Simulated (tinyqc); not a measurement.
Inside a calculation. Model: double-gate transistor below threshold, two-dimensional Poisson equation on a small mesh.

Numbers from tinyqc (`OMP_NUM_THREADS=1 python tinyqc.py 2480006 2480007 out.jsonl`; about 0.1 s on one thread of a shared Intel Xeon 2.30GHz). Printed values are rounded.

Half of a symmetric double-gate structure: row 0 is the mid-plane of the body, where the normal field vanishes. Mobile charge is neglected (subthreshold), the body is fully depleted, and potentials are counted from the intrinsic level; rows run upward to the gate, columns from source to drain.

Values chosen for this exercise; semiconductor permittivity close to that of In0.53Ga0.47As:
```
symbol,value,unit,meaning
T,325,K,temperature
eps_r,13.7,,relative permittivity of the semiconductor
eox,25,,relative permittivity of the insulator
tb,5,nm,half the body thickness
tox,4.8,nm,insulator thickness
L,29,nm,channel length
Na,5.1e17,cm^-3,acceptor density of the depleted body
Vbi,0.54,V,potential of the source
Vfb,0.06,V,gate offset
Vg,0,V,gate voltage
Vd,1,V,drain voltage
```

Constants: q = 1.602176634e-19 C, kB = 1.380649e-23 J/K, Vt = kB T/q, eps0 = 8.8541878128e-14 F/cm where lengths are in cm. Results are converted to the units shown.

## Coefficients of the five-point equations

Mesh: rows i = 0..2 in the semiconductor (step hs = tb/2, row 2 on the interface), then 2 step(s) ho = tox/2 up to the gate row 4; columns j = 0..5 (step hy = L/5). Box integration, divided by eps0: up_i = eps hy/h of the interval above row i, dn_i = that of the interval below (0 for row 0), lat_i = (sum of eps h/2 over the intervals above and below)/hy, s_i = -q Na w_i hy/eps0 with w_i the semiconductor height of the box (hs/2 for row 0 and the interface row, hs between, 0 in the insulator). Each free node obeys (up + dn + 2 lat) psi = up psi(above) + dn psi(below) + lat [psi(left) + psi(right)] + s.

```
row        up        dn       lat        s (V)
0    31.78400         0  2.952586  -0.06690674
1    31.78400  31.78400  5.905172   -0.1338135
2    60.41667  31.78400     8.125  -0.06690674
3    60.41667  60.41667  10.34483            0
```

## Iteration 1: Jacobi sweep

psi at the start (fixed values on the edges, free nodes at zero) (V):
```
             j=0        j=1        j=2        j=3        j=4        j=5
row 0   0.540000   0.000000   0.000000   0.000000   0.000000   1.540000
row 1   0.540000   0.000000   0.000000   0.000000   0.000000   1.540000
row 2   0.540000   0.000000   0.000000   0.000000   0.000000   1.540000
row 3   0.240000   0.000000   0.000000   0.000000   0.000000   0.740000
row 4  -0.060000  -0.060000  -0.060000  -0.060000  -0.060000  -0.060000
```

Free nodes: rows 0..3, columns 1..4, taken row by row from row 0, left to right. t = (up psi(above) + dn psi(below) + lat [psi(left) + psi(right)] + s)/(up + dn + 2 lat), with all neighbours from the previous sweep; psi(new) = t.

psi after iteration 1 (V):
```
             j=0        j=1        j=2        j=3        j=4        j=5
row 0   0.540000   0.040529  -0.001775  -0.001775   0.118869   1.540000
row 1   0.540000   0.040529  -0.001775  -0.001775   0.118869   1.540000
row 2   0.540000   0.039839  -0.000617  -0.000617   0.114758   1.540000
row 3   0.240000  -0.008071  -0.025614  -0.025614   0.028477   0.740000
row 4  -0.060000  -0.060000  -0.060000  -0.060000  -0.060000  -0.060000
```

## Iteration 2: Jacobi sweep

As before.

psi after iteration 2 (V):
```
             j=0        j=1        j=2        j=3        j=4        j=5
row 0   0.540000   0.074568  -0.000236   0.005901   0.218975   1.540000
row 1   0.540000   0.074277   0.000252   0.006389   0.217241   1.540000
row 2   0.540000   0.047175  -0.012468  -0.006855   0.165414   1.540000
row 3   0.240000   0.007064  -0.028340  -0.025668   0.075595   0.740000
row 4  -0.060000  -0.060000  -0.060000  -0.060000  -0.060000  -0.060000
```

## Course of the iteration: Jacobi sweep

Stop when the largest change of psi is below 1e-7 V, or after 400 iterations. Fixed values: gate row Vg - Vfb; column 0 at Vbi and the last column at Vbi + Vd in the semiconductor, each running linearly to Vg - Vfb across the insulator.

Course of the iteration:
```
iteration  psi at row 0, j = 2 (V)  largest |change| of one entry (V)
1                     -0.001775224                              0.119
2                     -2.363478e-4                              0.100
3                      0.004741314                             0.0836
4                      0.007245675                             0.0589
5                       0.01273572                             0.0508
6                       0.01803375                             0.0355
7                       0.02417830                             0.0312
8                       0.03047929                             0.0221
9                       0.03669262                             0.0197
...                            ...                                ...
92                       0.1032883                            2.60e-7
93                       0.1032885                            2.28e-7
94                       0.1032887                            2.01e-7
95                       0.1032889                            1.76e-7
96                       0.1032890                            1.55e-7
97                       0.1032892                            1.36e-7
98                       0.1032893                            1.19e-7
99                       0.1032894                            1.05e-7
100                      0.1032895                            9.20e-8
```

Converged in 100 iterations. At the end each change is about 0.88 times the one before: linear convergence.

## Barrier, swing and barrier lowering

converged psi (V):
```
             j=0        j=1        j=2        j=3        j=4        j=5
row 0   0.540000   0.204187   0.103290   0.202241   0.601077   1.540000
row 1   0.540000   0.184469   0.086830   0.176488   0.553010   1.540000
row 2   0.540000   0.121048   0.039782   0.101649   0.395735   1.540000
row 3   0.240000   0.043377  -0.003110   0.032155   0.199768   0.740000
row 4  -0.060000  -0.060000  -0.060000  -0.060000  -0.060000  -0.060000
```

d psi/dVg on row 0: j=0 0.0000000, j=1 0.5692600, j=2 0.7933520, j=3 0.7933520, j=4 0.5692600, j=5 0.0000000
d psi/dVd on row 0: j=0 0.000000, j=1 0.016925, j=2 0.053849, j=3 0.152799, j=4 0.413815, j=5 1.000000

The barrier is read along row 0, the path farthest from the gate. Take the node j of lowest psi: barrier Vbi - psi_j; swing Vt ln 10/(d psi_j/dVg); DIBL = (d psi_j/dVd)/(d psi_j/dVg). The derivatives solve the same equations with s = 0 and a unit change of that voltage.

j = 2
barrier = 0.4367099 V
swing = 81.28418 mV/decade
DIBL = 67.87468 mV/V

A mesh of 12, 8 and 80 steps (semiconductor, insulator, channel) gives a barrier of 0.461 V, a swing of 78.3 mV a decade and a DIBL of 58.0 mV/V; the small mesh puts the barrier 5.3 % below that.
